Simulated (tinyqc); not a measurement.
## MOS inversion layer, Poisson-Schroedinger loop: effect of the extra shift of set B (strain)

Electrons confined at an insulator interface at z = 0, treated as a hard wall; parabolic valleys, Hartree approximation, no image or exchange terms. The depletion charge lies far deeper than the electrons and gives a uniform field q Nd/(eps0 eps_r); the gate balances all charge. Energies are counted from the band edge at the interface.

Schroedinger equation -(C/mz) psi'' + (V0 + U + dE for set B) psi = E psi, C = hbar^2/(2 m0), psi(0) = 0, on a uniform mesh of 800 nodes with a far wall at 69 nm, 8 levels a set; V0 = q Nd z/(eps0 eps_r); dU/dz = q (Ns - integral of n from 0 to z)/(eps0 eps_r), U(0) = 0; N_k = g md m0 q Vt/(pi hbar^2) ln(1 + exp((EF - E_k)/Vt)), g the number of valleys of the set, sum N_k = Ns. Triangular well: E_k = a_k (C F^2/mz)^(1/3), a_1 = 2.338107, a_2 = 4.087949, C = hbar^2/(2 m0), F in eV/nm. Fang-Howard (all electrons in the lowest level of set A): b^3 = 6 (mz1/C) q (Nd + 11 Ns/32)/(eps0 eps_r), centroid 3/b, level C b^2/(4 mz1) + (3/b) q (Nd + 11 Ns/16)/(eps0 eps_r). The centroid adds 3.9 z_av/eps_r to an oxide-equivalent thickness.

Inputs (values chosen for the exercise); masses and permittivity close to those of silicon (100):
```
symbol,value,unit,meaning
T,400,K,temperature
eps_r,11.7,,relative permittivity
mz1,0.918,m0,mass along z of valley set A (2 valley(s))
md1,0.193,m0,in-plane density-of-states mass of set A
mz2,0.19,m0,mass along z of valley set B (4 valley(s))
md2,0.413,m0,in-plane density-of-states mass of set B
Ns,7.9e11,cm^-2,sheet density of electrons
Nd,2.2e11,cm^-2,sheet density of depletion charge
```

Constants: q = 1.602176634e-19 C, kB = 1.380649e-23 J/K, hbar = 1.054571817e-34 J s, m0 = 9.1093837015e-31 kg, Vt = kB T/q, eps0 = 8.8541878128e-14 F/cm where lengths are in cm, hbar^2/(2 m0) = 0.0380998212 eV nm^2. Results are converted to the units shown.

The same in every row: Fang-Howard centroid (nm) = 2.91.

Result of one run:
```
A1 (meV)	B1 (meV)	EF (meV)	share of A1 (%)	share of set A (%)	centroid z_av (nm)	added oxide equivalent (nm)
47.9	85.0	-71.6	21.6	46.1	6.60	2.20
```

Which extra shift of set B (strain) dE gave this result: -0.05, 0.01, 0.04 or 0.1 eV?

dE = 0.01 eV.

The whole series:
```
dE (eV)	A1 (meV)	B1 (meV)	EF (meV)	share of A1 (%)	share of set A (%)	centroid z_av (nm)	added oxide equivalent (nm)
-0.05	48.6	26.9	-112	6.56	13.4	7.19	2.40
-0.02	48.3	56.1	-89.3	12.9	26.8	6.95	2.32
0.01	47.9	85.0	-71.6	21.6	46.1	6.60	2.20
0.04	47.4	114	-59.9	30.5	66.6	6.21	2.07
0.07	47.1	143	-53.4	37.1	82.4	5.89	1.96
0.1	46.9	173	-50.2	40.8	91.7	5.70	1.90
0.13	46.8	202	-48.8	42.6	96.3	5.61	1.87
0.16	46.8	232	-48.1	43.4	98.4	5.56	1.85
```

As dE goes from -0.05 to 0.16, A1 falls from 48.6 to 46.8 meV, the share of A1 rises from 6.56 to 43.4 % and the centroid falls from 7.19 to 5.56 nm. The Fang-Howard centroid is 60 % below the full one in the first row, where A1 holds 6.56 %, and 48 % below it in the last, where A1 holds 43.4 %. In every row the eighth level of a set still holds over 0.4 % of the electrons, so more levels and a farther wall would raise the centroid.

Computed by the program tinyqc: `OMP_NUM_THREADS=1 python tinyqc.py 2160126 2160127 out.jsonl`, one thread of a shared Intel Xeon 2.30GHz, about 1 s for the whole run.
